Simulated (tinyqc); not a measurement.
Pair of shallow donors (hydrogen-like orbitals): one step. Two electrons and exchange. Four cases, with inputs chosen for the exercise.

Problem. Give C, X, Q, A and J.

Each donor has the orbital exp(-r/a); energy unit Ha* = q/(eps a), q = e^2/(4 pi eps0), so that a lone donor is bound by Ha*/2; x = R/a. One electron: S = (1 + x + x^2/3) exp(-x), j = 1/x - (1 + 1/x) exp(-2x), k = (1 + x) exp(-x); levels E(+/-) = -1/2 - (j +/- k)/(1 +/- S) in Ha*, without the repulsion of the ions, split by D = |E(-) - E(+)|. In six valleys the overlaps S and k are multiplied by v = [cos(K Rx) + cos(K Ry) + cos(K Rz)]/3, K = k0 (2 pi/a_lat), for isotropic envelopes and the symmetric valley state.

Two electrons, Heitler-London: with S' = (1 - x + x^2/3) exp(x), C = 1/x - exp(-2x)(1/x + 11/8 + 3x/4 + x^2/6), X = (1/5){exp(-2x)(25/8 - 23x/4 - 3x^2 - x^3/3) + (6/x)[S^2 (0.5772157 + ln x) + S'^2 Ei(-4x) - 2 S S' Ei(-2x)]}, Q = C - 2j + 1/x and A = X - 2 S k + S^2/x, the singlet and triplet lie at (Q +/- w A)/(1 +/- w S^2) from two lone donors, with the valley weight w = v^2; the exchange is J = triplet - singlet.

Case 1.

Ha* = 63.76886 meV
x = 4.230354
v = 0.529262

Case 2.

Ha* = 80.57549 meV
x = 3.710621
v = 0.509765

Case 3.

Ha* = 76.76126 meV
x = 4.317494
v = 0.995741

Case 4.

Ha* = 76.07590 meV
x = 3.938311
v = -0.172074

Give: C, X, Q, A; J.

Solution.

Case 1.

C, X, Q, A (Ha*): 0.2347  0.01132  -0.001120  -0.007189

J = 256 micro-eV

A swap of the two spins takes pi hbar/J = 0.00808 ns (hbar = 6.58212e-16 eV s). Against the one-electron splitting D = 2.56 meV, J/D = 0.1: exchange needs both electrons to tunnel and falls as exp(-2x), D as exp(-x).

Case 2.

C, X, Q, A (Ha*): 0.2655  0.02322  -0.002503  -0.01527

J = 634 micro-eV

A swap of the two spins takes pi hbar/J = 0.00326 ns (hbar = 6.58212e-16 eV s). Against the one-electron splitting D = 4.5 meV, J/D = 0.14: exchange needs both electrons to tunnel and falls as exp(-2x), D as exp(-x).

Case 3.

C, X, Q, A (Ha*): 0.2302  0.01001  -0.0009757  -0.006315

J = 958 micro-eV

A swap of the two spins takes pi hbar/J = 0.00216 ns (hbar = 6.58212e-16 eV s). Against the one-electron splitting D = 5.53 meV, J/D = 0.17: exchange needs both electrons to tunnel and falls as exp(-2x), D as exp(-x).

Case 4.

C, X, Q, A (Ha*): 0.2512  0.01702  -0.001768  -0.01103

J = 49.4 micro-eV

A swap of the two spins takes pi hbar/J = 0.0419 ns (hbar = 6.58212e-16 eV s). Against the one-electron splitting D = 1.21 meV, J/D = 0.041: exchange needs both electrons to tunnel and falls as exp(-2x), D as exp(-x).

Computed by tinyqc, one run a case: `OMP_NUM_THREADS=1 python tinyqc.py N N+1 out.jsonl` with N = 1250074, 1250089, 1250584, 1250747; one thread of a shared Intel(R) Xeon(R) Processor @ 2.30GHz, about 0.01 s a run at most.
